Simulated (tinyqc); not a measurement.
## Well width for a wanted wavelength

Inverse problem. The layer is x parts of the first compound and 1 - x of the second, grown coherently on the second as substrate and barrier. Rows of the table: lattice constant a, average valence level Ea on an absolute scale, spin-orbit splitting so, gaps at Gamma, X and L, hydrostatic deformation potentials av and ac (Gamma), shear potential b, elastic constants, electron and heavy-hole (along z) masses. All are interpolated linearly in x; gaps get -C x (1 - x), taken wholly in the conduction band; real line-ups can differ from this model by 0.1 eV or more. In-plane strain e = (a_substrate - a)/a, e_z = -2 (c12/c11) e, volume change 2 e + e_z. With v = 2 e + e_z and d = 2 b (e_z - e): Eav = Ea + av v; E_hh = Eav + so/3 - d/2; E_lh = Eav - so/6 + d/4 + sqrt(so^2 + so d + 9 d^2/4)/2; E_c = Ea + so/3 + EG + ac v (Gamma). Substrate: E_v = Ea + so/3, E_c = E_v + EG. Well depths: dEc = E_c(substrate) - E_c, dEhh = E_hh - E_v(substrate), dElh likewise; strained Gamma gap E_c - max(E_hh, E_lh); positive values confine carriers in the layer. Lowest level of a finite well of width Lw and depth V: kw Lw/2 = arctan(sqrt((mw/mb)(V - E)/E)), kw = sqrt(mw E/C), C = hbar^2/(2 m0), for electrons (dEc) and heavy holes (dEhh), mb from the substrate; transition E_c - E_hh + both levels, without exciton binding; wavelength h c/E. Find Lw and the two levels.

Values chosen for this exercise:
```
symbol  value  unit                                      meaning
x        0.28        fraction of the first compound in the layer
CG        0.1    eV                      bowing of the Gamma gap
CX       0.27    eV                          bowing of the X gap
CL       0.27    eV                          bowing of the L gap
```

Constants: q = 1.602176634e-19 C, hbar = 1.054571817e-34 J s, h = 6.62607015e-34 J s, m0 = 9.1093837015e-31 kg, c = 299792458 m/s, hbar^2/(2 m0) = 0.0380998212 eV nm^2. Results are converted to the units shown.

Binary compounds, values chosen for the exercise:

|  | close to InAs | close to InP |
|---|---|---|
| a (angstrom) | 6.058 | 5.869 |
| Ea (eV) | -6.67 | -7.04 |
| so (eV) | 0.378 | 0.11 |
| EG (eV) | 0.351 | 1.33 |
| EX (eV) | 1.36 | 2.18 |
| EL (eV) | 1.08 | 1.91 |
| av (eV) | 0.995 | 1.26 |
| ac (eV) | -5.06 | -5.05 |
| b (eV) | -1.82 | -1.69 |
| c11 (GPa) | 84 | 101 |
| c12 (GPa) | 45.2 | 56.8 |
| me (m0) | 0.0228 | 0.0789 |
| mh (m0) | 0.332 | 0.535 |

wavelength = 1154.4189 nm

Answer. Both levels fall steadily as the well widens, so the wavelength rises steadily and one width matches.

Lw = 13.3 nm
electron level = 17.8 meV
heavy-hole level = 3.57 meV

Program tinyqc, `OMP_NUM_THREADS=1 python tinyqc.py 2690123 2690124 out.jsonl`; Intel Xeon 2.30GHz, shared host, one thread, about 0.01 s.
